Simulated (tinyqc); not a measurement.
Minority carriers and saturation current of a heavily doped emitter: two steps of the calculation.

n-type, parabolic bands, full ionisation. eta = (EF - Ec)/kB T solves N = Nc F12(eta), F12(x) = (2/sqrt(pi)) int_0^infinity sqrt(u)/(1 + exp(u - x)) du. The gap shrinks rigidly by dEg = a3 y^(1/3) + a4 y^(1/4) + a2 y^(1/2), y = N/1e18 cm^-3, an empirical law that is here taken as the true narrowing.

Values chosen for this exercise; band and dielectric values close to those of silicon: temperature T = 250 K; band gap Eg = 1.14 eV; conduction-band density of states at 250 K Nc = 2.09e19 cm^-3; valence-band density of states at 250 K Nv = 2.01e19 cm^-3; ionised donor density N = 3.6e18 cm^-3; coefficient of (N/1e18)^(1/3) a3 = 11.7 meV; coefficient of (N/1e18)^(1/4) a4 = 4 meV; coefficient of (N/1e18)^(1/2) a2 = 4.3 meV.

Constants: q = 1.602176634e-19 C, kB = 1.380649e-23 J/K, Vt = kB T/q. Results are converted to the units shown.

Task 1. Fermi level. Newton step on ln F12(eta) = ln(N/Nc): eta(new) = eta - ln(Nc F12/N) F12/Fm, Fm(x) = dF12/dx = (1/sqrt(pi)) int_0^infinity u^(-1/2)/(1 + exp(u - x)) du.

eta at the start (Boltzmann value) = -1.7588

Find: F12; Fm; eta after iteration 1.

Result 1.

F12 = 0.1626
Fm = 0.1538
eta after iteration 1 = -1.698

Task 2. Effective intrinsic density. ni = sqrt(Nc Nv) exp(-Eg/(2 Vt)), Eg in volts; degeneracy factor g = F12(eta) exp(-eta); nie^2 = ni^2 exp(dEg/kB T) g, p0 = nie^2/N; apparent narrowing dEg + kB T ln g.

converged eta = -1.6980623

Wanted: ni; dEg; g; apparent narrowing; nie; p0.

Result 2.

ni = 6.622e7 cm^-3
dEg = 31.60 meV
g = 0.9411
apparent narrowing = 30.29 meV
nie = 1.338e8 cm^-3
p0 = 0.004969 cm^-3

Narrowing multiplies p0 by 4.34 and degeneracy by 0.941.

Range of the model: Band tails, non-parabolic bands and incomplete ionisation are left out.

tinyqc, about 0.01 s, one thread, Intel Xeon 2.30GHz (shared host): `OMP_NUM_THREADS=1 python tinyqc.py 2330093 2330094 out.jsonl`
